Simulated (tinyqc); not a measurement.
# Drifting, spreading and decaying minority pulse (Haynes-Shockley), explicit time steps, step by step

Program tinyqc, `OMP_NUM_THREADS=1 python tinyqc.py 2310117 2310118 out.jsonl`; Intel Xeon 2.30GHz, shared host, one thread, about 0.01 s. Printed values are rounded.

Low injection in a uniform field: dn/dt = D d2n/dx2 - v dn/dx - n/tau with D = mu Vt and v = mu F towards +x. Exact solution on an infinite bar for a Gaussian start at x0: n = N0 exp(-t/tau) exp(-(x - x0 - v t)^2/(2 s^2))/sqrt(2 pi s^2), s^2 = s0^2 + 2 D t.

Values chosen for this exercise; mobility close to that of silicon at room temperature: temperature T = 300 K; minority-carrier mobility mu = 474 cm^2/(V s); sweep field along the drift F = 25 V/cm; mesh step hx = 7.2 um; lifetime tau = 1.3e-6 s; injected sheet density N0 = 1e10 cm^-2; time step dt = 1.3e-8 s; initial width (standard deviation) s0 = 9 um.

Constants: q = 1.602176634e-19 C, kB = 1.380649e-23 J/K, Vt = kB T/q. Results are converted to the units shown.

## Coefficients of the scheme

Exponentially fitted fluxes: d = F hx/Vt, B(d) = d/(exp(d) - 1), k = D dt/hx^2; (L n)_i = a n_(i-1) + b n_i + c n_(i+1) with a = k B(-d), c = k B(d), b = -a - c - dt/tau. Explicit steps keep n positive for dt up to 1/[(D/hx^2)(B(d) + B(-d)) + 1/tau].

D = 12.2538 cm^2/s
v = 11850 cm/s
d = 0.696271
a = 0.426586
b = -0.649214
c = 0.212628
positivity limit of dt = 2.00242e-8 s

dt is 0.65 times the explicit limit. On this mesh the fitted flux acts like a diffusion coefficient (d/2) coth(d/2) D = 1.04 D for a travelling pulse, before the error of the time steps.

## Initial pulse

Nodes x_i = i hx, i = 1 to 10, n = 0 at nodes 0 and 11; the Gaussian at t = 0 with x0 = 4 hx.

n at t = 0, node 1 to 10 (in units of 1e12 cm^-3): 0.24883  1.23245  3.21880  4.43269  3.21880  1.23245  0.24883  0.02649  0.00149  0.00004

## Step 1: densities after a time step

(L n)_i = a n_(i-1) + b n_i + c n_(i+1), n = 0 beyond the ends. Explicit step: n(new) = n + L n.

n at t = 1 dt, node 1 to 10 (in units of 1e12 cm^-3): 0.34934  1.22288  2.59737  3.61243  3.28209  1.85833  0.61867  0.11576  0.01183  0.00065

## Step 2: densities after a time step

As before.

n at t = 2 dt, node 1 to 10 (in units of 1e12 cm^-3): 0.38256  1.13027  2.20089  3.07305  3.08745  2.18351  1.03437  0.30704  0.05367  0.00527

## Course in time

The same steps, now on nodes 1 to 60 (n = 0 at nodes 0 and 61), for 24 steps; centre = sum x n/sum n. Deviations are from the exact pulse, as a share of its largest value on the nodes; a run counts as stable if they stay under 100 %.

Course of the iteration:
```
step  hx sum n (cm^-2)  centre (um)  most negative n (cm^-3), 0 if none  largest deviation (% of the peak)
1            9.84193e9      30.5328                                   0                               1.94
2            9.69003e9      32.2660                                   0                               3.04
3            9.53456e9      34.0298                                   0                               2.82
4            9.38188e9      35.8033                                   0                               3.01
5            9.23450e9      37.5761                                   0                               3.70
6            9.09323e9      39.3427                                   0                               4.78
7            8.95810e9      41.1006                                   0                               5.79
8            8.82882e9      42.8484                                   0                               6.51
9            8.70496e9      44.5859                                   0                               7.15
...                ...          ...                                 ...                                ...
16           7.95426e9      56.4841                                   0                               9.37
17           7.85959e9      58.1519                                   0                               9.40
18           7.76730e9      59.8132                                   0                               9.51
19           7.67724e9      61.4683                                   0                               9.63
20           7.58922e9      63.1178                                   0                               9.74
21           7.50311e9      64.7619                                   0                               9.87
22           7.41879e9      66.4010                                   0                               9.95
23           7.33613e9      68.0355                                   0                               10.0
24           7.25506e9      69.6656                                   0                               10.1
```

The run is stable. After 24 steps the deviation is 10 % of the peak. From step 1 to the last the centre has moved at 1.10 v and the content is 7.8 % below N0 exp(-t/tau). On an endless mesh these steps would give a speed of 1.01 v and a content of 0.999 times the exact one, from dt/tau = 0.0100 alone; the rest comes from the absorbing ends.
